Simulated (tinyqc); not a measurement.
# On-chip interconnect, size-dependent resistivity and RC delay: course in time

A rectangular line between two neighbours and two ground planes. Surface and grain-boundary scattering are added to the bulk resistivity as corrections; capacitances are parallel-plate values without fringing; inductance is ignored.

4 equal pi sections: series Rs = r Lw/4; node capacitances c Lw/4, halved at nodes 0 and 4, with Cl added to node 4; Rd feeds node 0. Elmore delay of node k: the sum, over the resistors on the path to k, of resistance times all capacitance downstream of it.

A 1 V step is applied behind Rd at t = 0. C dv/dt = -G v + b, with G the conductance matrix of the ladder (1/Rs between neighbours, 1/Rd added at node 0) and b = (1 V/Rd, 0, ...). Backward Euler step: (C/dt + G) v(new) = (C/dt) v + b. The last column solves the same ladder exactly by its modes.

Parameters, values chosen for the exercise:
- Rd = 17000 ohm (driver resistance)
- dt = 18 ps (time step)

Rs = 1439.88 ohm
C, node 0 to 4 (fF): [0.687227, 1.37445, 1.37445, 1.37445, 2.78723]

Voltages (V):

| t (ps) | node 0 | node 2 | node 4 | node 4, exact |
|---|---|---|---|---|
| 18.00 | 0.2090 | 0.1149 | 0.0727 | 0.0677 |
| 36.00 | 0.3093 | 0.2146 | 0.1636 | 0.1718 |
| 54.00 | 0.3867 | 0.3003 | 0.2516 | 0.2658 |
| 72.00 | 0.4533 | 0.3759 | 0.3316 | 0.3492 |
| 90.00 | 0.5122 | 0.4431 | 0.4034 | 0.4231 |
| 108.0 | 0.5647 | 0.5030 | 0.4675 | 0.4886 |
| 126.0 | 0.6116 | 0.5565 | 0.5248 | 0.5467 |
| 144.0 | 0.6534 | 0.6042 | 0.5759 | 0.5981 |
| 162.0 | 0.6906 | 0.6468 | 0.6215 | 0.6438 |
| 180.0 | 0.7239 | 0.6848 | 0.6622 | 0.6842 |
| 198.0 | 0.7536 | 0.7187 | 0.6986 | 0.7201 |
| 216.0 | 0.7801 | 0.7489 | 0.7310 | 0.7519 |

What does the table show?

The far end of the ladder reaches 0.5 V at 111.4 ps, 0.709 of its Elmore delay (ln 2 = 0.693 for a single pole); the slowest mode has a time constant of 149.3 ps. The largest error of the backward Euler steps at that node is 22 mV.

Range of the model: The metal width is under the mean free path, where the thick-limit surface term and the simple sum of corrections lose accuracy.

Numbers from tinyqc (`OMP_NUM_THREADS=1 python tinyqc.py 2100015 2100016 out.jsonl`; about 0.01 s on one thread of a shared Intel Xeon 2.30GHz).
